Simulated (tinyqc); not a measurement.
Epitaxial growth on a vicinal surface: Burton-Cabrera-Frank step flow, step-edge barrier and island nucleation: one step, computed by the program tinyqc. Command: `OMP_NUM_THREADS=1 python tinyqc.py 3030104 3030105 out.jsonl stepflow walk`. One thread of a shared host (Intel(R) Xeon(R) Processor @ 2.30GHz), about 0.01 s of CPU time with the checks.

Adatoms land at rate F, hop on a square grid (a simplification for hexagonal faces), desorb, or join steps. Lengths are in units of a and n is the adatom coverage. Steps ascend at x = 0 and descend at x = l.

Question. Step flow or islands. Island density on a flat surface without desorption: N = 0.25 (F/D)^(i/(i+2)) exp(E_i/((i+2) k_B T)) per site, with E_i = 0 for i = 1; spacing l_n = N^(-1/2). Step flow needs an effective width l_eff = 2 x(peak) below l_n. Temperatures in kelvin are T(C) + 273.15.

Inputs (values chosen for the exercise, close to those used for Si(111)): deposition rate F = 8.5 layers/s; temperature T = 810 C; critical nucleus size i = 1.

D = 5.846638e+07 a^2/s

position of the peak = 47.35852 a

Constants: k_B = 8.617333262e-05 eV/K.

Give: island density N on a flat surface; island spacing l_n; ratio l_eff/l_n.

Answer.

island density N on a flat surface = 0.0013146 per site

island spacing l_n = 27.581 a

ratio l_eff/l_n = 3.4341

Islands nucleate on the terraces, and a step-flow solution would overstate the coverage. Caution: twice the distance from the ascending step to the coverage peak exceeds the expected island spacing [0.25 (F/D)^(i/(i+2)) exp(E_i/((i+2) k_B T))]^(-1/2) by 40 % or more, so islands nucleate and the step-flow values are formal. Caution: the prefactor 0.25 and the criterion are estimates, good to a factor of about two in length.
